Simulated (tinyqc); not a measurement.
# FinFET, parasitic resistance, capacitance and delay: effects of single changes

Nf fins under one contact; each has gated perimeter p = 2 Hf + Wf and cross-section A = Hf Wf; contact width Wc = Nf pf, stack height Hs = Hf. Contact length Lc = CPP - Lg - 2 Lsp, shared by two neighbouring gates. Source and drain sides are equal. The formulas are first-order estimates, not field solutions.

Inputs (values chosen for the exercise); values close to those of silicon logic devices:
- T = 300 K (temperature)
- Nf = 3 (number of fins)
- Hf = 60 nm (fin height)
- Wf = 5 nm (fin width)
- pf = 27 nm (fin pitch)
- CPP = 45 nm (contacted gate pitch)
- Lg = 14 nm (gate length)
- Lsp = 4 nm (spacer length)
- ks = 5.5 (relative permittivity of the spacer)
- Hc = 25 nm (gate height above the channel stack)
- rc = 3.9e-9 ohm cm^2 (contact resistivity)
- re = 0.00025 ohm cm (resistivity of the source-drain epitaxy)
- te = 20 nm (current-carrying depth of the epitaxy)
- rx = 0.00052 ohm cm (resistivity of the extension)
- Lov = 2 nm (gate overlap)
- Cinv = 3.6 uF/cm^2 (inversion capacitance)
- vx = 8.6e6 cm/s (injection velocity)
- mu = 300 cm^2/(V s) (apparent mobility)
- VT = 0.25 V (threshold at zero drain voltage)
- dl = 0.062 V/V (barrier lowering)
- n = 1.24 (subthreshold factor)
- Cw = 0.37 fF (wire load)
- Vdd = 0.75 V (supply voltage)

Constants: q = 1.602176634e-19 C, kB = 1.380649e-23 J/K, eps0 = 8.8541878128e-12 F/m, Vt = kB T/q. Results are converted to the units shown.

Each table varies one quantity; the others keep the values above.

## Effect of the contacted gate pitch

Epitaxy sheet resistance Rsh = re/te, transfer length LT = sqrt(rc/Rsh), contact Rc = [sqrt(rc Rsh)/Wc] coth(Lc/(2 LT)); extension of one fin Rx = rx Lsp/A. With N fins: gate Cg = Cinv p N Lg; per side, plate Cp = ks eps0 [Wc (Hs + Hc) - N A]/Lsp, top fringe Cf = (2/pi) ks eps0 Wc ln(1 + Lg/(2 Lsp)), overlap Co = Cinv p N Lov. One fin: I = p Q vx u/(1 + |u|^1.8)^(1/1.8), Q = Cinv n Vt ln(1 + exp((Vg' - VT + dl Vd')/(n Vt))), u = Vd' mu/(vx Lg), Vg' = Vgs - v, Vd' = Vds - 2 v, with the drop on each side v = Rc (sum of I) + Rx I. Ieff = [I(Vgs = Vdd, Vds = Vdd/2) + I(Vdd/2, Vdd)]/2, total currents. With Cs = Cp + Cf + Co, the load of an inverter of two such devices driving an equal one is CL = 2 (Cg + 2 Cs) + 4 Cs + Cw (own drains counted twice for the Miller effect); delay CL Vdd/(2 Ieff).

The same in every row: Rx/N (ohm) = 23.11; CL (aF) = 1567.

Result of one run:

| CPP (nm) | Rc (ohm) | Ieff (uA) | delay (ps) |
|---|---|---|---|
| 54 | 309.1 | 269.2 | 2.183 |

What becomes of these results when the contacted gate pitch CPP is changed from 54 to 72 nm, all else the same?

Result of the changed run:

| CPP (nm) | Rc (ohm) | Ieff (uA) | delay (ps) |
|---|---|---|---|
| 72 | 205.3 | 303.5 | 1.937 |

The whole series:

| CPP (nm) | Rc (ohm) | Ieff (uA) | delay (ps) |
|---|---|---|---|
| 36 | 691.4 | 171.4 | 3.429 |
| 42 | 486.6 | 216.6 | 2.714 |
| 48 | 377.0 | 248.1 | 2.369 |
| 54 | 309.1 | 269.2 | 2.183 |
| 60 | 263.1 | 284.0 | 2.069 |
| 66 | 230.1 | 295.0 | 1.992 |
| 72 | 205.3 | 303.5 | 1.937 |
| 78 | 186.1 | 310.2 | 1.895 |

As CPP goes from 36 to 78 nm, Ieff rises from 171 to 310 uA, CL stays at 1570 aF and the delay falls from 3.43 to 1.89 ps. Only the contact length changes, so the capacitance stays and the pitch acts through Rc.

## Effect of the contact resistivity

Same model as above.

The same in every row: Rx/N (ohm) = 23.11; CL (aF) = 1567.

Results:

| rc (ohm cm^2) | Rc (ohm) | Ieff (uA) | delay (ps) |
|---|---|---|---|
| 1e-10 | 16.09 | 380.1 | 1.546 |
| 2.1e-10 | 28.17 | 374.3 | 1.570 |
| 4.5e-10 | 54.08 | 362.4 | 1.622 |
| 9.7e-10 | 110.0 | 338.8 | 1.735 |
| 4.4e-9 | 478.3 | 218.8 | 2.686 |
| 9.4e-9 | 1015 | 128.2 | 4.584 |
| 2e-8 | 2153 | 69.15 | 8.499 |

Estimate the missing row, rc = 2.1e-9 ohm cm^2.

Computed row:

| rc (ohm cm^2) | Rc (ohm) | Ieff (uA) | delay (ps) |
|---|---|---|---|
| 2.1e-9 | 231.3 | 294.6 | 1.995 |

With this row back in the table: As rc goes from 1e-10 to 2e-8 ohm cm^2, Ieff falls from 380 to 69.1 uA, CL stays at 1570 aF and the delay rises from 1.55 to 8.50 ps. Rc goes as rc^(0.76) at the start and rc^(1.00) at the end (1/2 for a long contact, 1 for a short one). For rc = 1e-10 to 2.1e-10 ohm cm^2 rc lies near or below the quantum limit of metal-silicon contacts.

## Effect of the number of fins

Same model as above.

Effect of the number of fins:

| Nf | Rc (ohm) | Rx/N (ohm) | Ieff (uA) | CL (aF) | delay (ps) |
|---|---|---|---|---|---|
| 1 | 1274 | 69.33 | 77.97 | 769.1 | 3.699 |
| 2 | 636.9 | 34.67 | 155.9 | 1168 | 2.809 |
| 3 | 424.6 | 23.11 | 233.9 | 1567 | 2.513 |
| 4 | 318.4 | 17.33 | 311.9 | 1966 | 2.364 |
| 5 | 254.7 | 13.87 | 389.8 | 2365 | 2.275 |
| 6 | 212.3 | 11.56 | 467.8 | 2764 | 2.216 |

As Nf goes from 1 to 6, Ieff rises from 78.0 to 468 uA, CL rises from 769 to 2760 aF and the delay falls from 3.70 to 2.22 ps. From the first row to the last Ieff grows by a factor of 6.00 and CL by 3.59; the first step changes the delay by -24 %, the last by -2.6 %.

tinyqc, about 0.05 s, one thread, Intel Xeon 2.30GHz (shared host): `OMP_NUM_THREADS=1 python tinyqc.py 2170142 2170143 out.jsonl`
